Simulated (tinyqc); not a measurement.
From one set of inputs to another, one input at a time: admittance spectroscopy and thermally stimulated current of one trap level in a depletion layer. Computed by tinyqc, a small Python program. Command: `OMP_NUM_THREADS=1 python tinyqc.py 3113419 3113420 out.jsonl admit ladder`. One thread of a shared host (Intel(R) Xeon(R) Processor @ 2.30GHz), about 0.01 s of CPU time with the checks.

A Schottky junction on n-type material holds one donor-like electron trap; shallow donors are fully ionised and abrupt depletion edges are assumed.

The inputs printed are set A. Set A is modelled on n-type GaAs; the values taken over come from a set modelled on n-type germanium. Inputs not listed in the table keep their values of set A, so the rows need not describe a real material.

Inputs (values chosen for the exercise, modelled on n-type GaAs):
```
quantity                         value    unit
dielectric constant eps             13       -
density-of-states mass m        0.0678     m_0
shallow doping N               7.9e+16  1/cm^3
trap density N_t                 4e+15  1/cm^3
trap depth E_t below the band     0.33      eV
capture cross section sigma    8.5e-17    cm^2
band bending V_b                  0.97       V
test frequency f                 60000      Hz
heating rate beta                 0.23     K/s
```

Constants: k_B = 1.380649e-23 J/K; m_0 = 9.1093837015e-31 kg; h = 6.62607015e-34 J s; k_B = 8.617333262e-05 eV/K; eps_0 = 8.8541878128e-12 F/m; e = 1.602176634e-19 C.

Method:
- N_c = 2 (2 pi m k_B T/h^2)^(3/2), v_th = sqrt(3 k_B T/m), emission rate e_n = sigma v_th N_c exp(-E_t/(k_B T)).
- Where the level crosses the Fermi level capture equals emission, so the trap follows the signal with the rate 2 e_n; G/omega peaks at omega = 2 e_n (the correction for large N_t/N is left out).
- Solve 2 e_n(T_p) = 2 pi f.
- With E_c - E_F = k_B T_p ln(N_c/N): lambda = sqrt(2 eps eps_0 (E_t - (E_c - E_F))/(e^2 N)); traps are empty and charged for x < x_t = w - lambda, and V_b = e (N w^2 + N_t x_t^2)/(2 eps eps_0). High frequency: C_hf = eps eps_0/w. Low frequency: C_lf = eps eps_0 (N + N_t)/(N w + N_t x_t).
- Thermally stimulated current without retrapping: filled share n(T) = exp(-(1/beta) int e_n dT), current proportional to e_n n; the peak obeys beta (E_t/(k_B T^2) + 2/T) = e_n(T). The integral starts at 0.5 T_m and uses 4000 trapezoid steps to 1.2 T_m.
- Chen's first-order estimate from the full width W = T_2 - T_1 between the half-height points: E = 2.52 k_B T_m^2/W - 2 k_B T_m.

Each row keeps all changes above it:
```
input moved                            from       to  step (C_lf - C_hf)/C_hf  peak temperature T_m (K)  C_hf (nF/cm^2)
set A                                     -        -                  0.02558                    163.85          87.168
shallow doping N (1/cm^3)           7.9e+16  1.2e+16                  0.13188                    163.85          35.343
test frequency f (Hz)                 60000   700000                  0.11239                    163.85          35.717
trap density N_t (1/cm^3)             4e+15  3.7e+15                  0.10484                    163.85          35.584
density-of-states mass m (m_0)       0.0678     0.57                  0.07548                    151.93          36.251
capture cross section sigma (cm^2)  8.5e-17  2.1e-14                  0.11670                    127.54          35.351
heating rate beta (K/s)                0.23    0.089                  0.11670                    124.06          35.351
band bending V_b (V)                   0.97     0.36                  0.19915                    124.06          56.181
```

Which inputs carry the difference?

Step (C_lf - C_hf)/C_hf goes from 0.0256 to 0.199, a factor 7.79 in all. The largest single move comes from shallow doping N (a factor 5.16), and density-of-states mass m works against it (a factor 0.720). Peak temperature T_m goes from 164 to 124, a factor 0.757 in all. The largest single move comes from capture cross section sigma (a factor 0.839). C_hf goes from 87.2 to 56.2, a factor 0.645 in all. The largest single move comes from shallow doping N (a factor 0.405), and band bending V_b works against it (a factor 1.59). The single moves hold for this order of the switches; the total does not depend on the order.

Caution (rows shallow doping N, test frequency f, trap density N_t, density-of-states mass m, capture cross section sigma, heating rate beta, band bending V_b): N_t/N is not small, so the peak moves away from omega = 2 e_n.

Extremes, crossings and ranges named in words are read from the listed rows.
